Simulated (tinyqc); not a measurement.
# Bias-temperature instability, empirical power law with universal recovery, step by step

Numbers from tinyqc (`OMP_NUM_THREADS=1 python tinyqc.py 2070060 2070061 out.jsonl`; about 0.01 s on one thread of a shared Intel Xeon 2.30GHz). Printed values are rounded.

Threshold-voltage shift at the end of a stress: dV = A (V/V0)^g exp[-(Ea q/kB)(1/T - 1/T0)] (t/1 s)^n. After a delay tr the permanent share pp stays and the rest falls by r = 1/(1 + B (tr/t)^be). An empirical model: its parameters are fits, not properties.

Inputs (values chosen for the exercise):
- V0 = 1.3 V (reference stress voltage)
- T0 = 398 K (reference temperature)
- A = 11 mV (shift after 1 s at V0 and T0)
- n = 0.24 (time exponent)
- g = 4.9 (voltage exponent)
- Ea = 0.17 eV (apparent activation energy of the shift)
- pp = 0.41 (permanent share)
- B = 3.7 (recovery scale)
- be = 0.23 (recovery dispersion)
- V = 0.74 V (use voltage)
- T = 358 K (use temperature)
- dc = 50 mV (failure criterion)
- tr = 1 s (delay before the measurement)

Constants: q = 1.602176634e-19 C, kB = 1.380649e-23 J/K. Results are converted to the units shown.

## Shift and lifetime at use conditions

The lifetime solves dV = dc; ten years are 3.15576e8 s.

voltage factor = 0.06322852
temperature factor = 0.5747491
shift after ten years = 43.80957 mV
lifetime = 17.34 years
largest voltage for ten years = 0.7602321 V

The device passes: the shift at ten years is below dc. In time the voltage exponent is g/n = 20.4 and the activation energy Ea/n = 0.708 eV.

## What a delayed measurement sees

t, point 0 to 2 (s): [10, 100, 1000]

At V0 and T0, measured shift = dV [pp + (1 - pp) r]; the apparent exponent is the slope of ln(shift) against ln t between the first and last point.

| point | dV (mV) | share left | measured (mV) |
|---|---|---|---|
| 0 | 19.11581 | 0.5956092 | 11.38555 |
| 1 | 33.21947 | 0.6684402 | 22.20523 |
| 2 | 57.72882 | 0.7460975 | 43.07133 |

apparent n = 0.2889171

The delay hides 25.4 % of the last shift and raises the exponent from 0.24 to 0.289, since short stresses recover by a larger share.
